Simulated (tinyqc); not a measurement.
Through the transition: BHZ model on a square lattice (one spin block).

h(k) = e0 + d.s with s the Pauli matrices in the basis (E, H), k in units of 1/a: dx = (A/a) sin kx, dy = (A/a) sin ky, dz = M - (2B/a^2)(2 - cos kx - cos ky), e0 = -(2D/a^2)(2 - cos kx - cos ky). The other spin block is h*(-k). For small k this is the continuum model with dz = M - B k^2.

Values chosen for the exercise (of the size used for InAs / GaSb double wells; not measured data):
- A = 0.65 eV angstrom
- B = -77.8 eV angstrom^2
- D = -23.2 eV angstrom^2
- a = 20 angstrom (grid spacing)

M is varied. Direct gap at Gamma 2|M|; smallest direct gap on kx = 0 to 1 in steps of 0.01; nu = 1 for M/B > 0, else 0; middle gap of a ribbon of 40 rows at kx = 0 (block (A/a) sy/(2i) + (B/a^2) sz + D/a^2 between rows, hard walls).

Against M (meV):
```
M    2|M|  smallest direct gap  nu  ribbon gap
-40  80.0                28.31   1       0.622
-25  50.0                22.35   1       1.212
-8   16.0                11.99   1       0.722
-3    6.0                 5.97   1       0.274
3     6.0                 6.00   0       9.046
8    16.0                16.00   0      18.732
15   30.0                30.00   0      32.569
30   60.0                60.00   0      62.445
```

Give the missing row, M = -15.

Computed row:
```
M    2|M|  smallest direct gap  nu  ribbon gap
-15  30.0                17.10   1       0.979
```

With B < 0, negative M is inverted. There edge states cross the bulk gap: the ribbon gap is 1.212 against 22.4 meV at M = -25 meV, and 0.274 against 6.0 at -3 meV, while for positive M confinement raises it above 2|M| (32.57 against 30 meV at M = 15 meV). For M = -40, -25, -15, -8 and -3 meV the smallest direct gap has left Gamma, so at least one band is camel-backed.

(tinyqc, `OMP_NUM_THREADS=1 python tinyqc.py 1450893 1450894 out.jsonl`, Intel(R) Xeon(R) Processor @ 2.30GHz, 1 thread, shared host, about 0.08 s.)
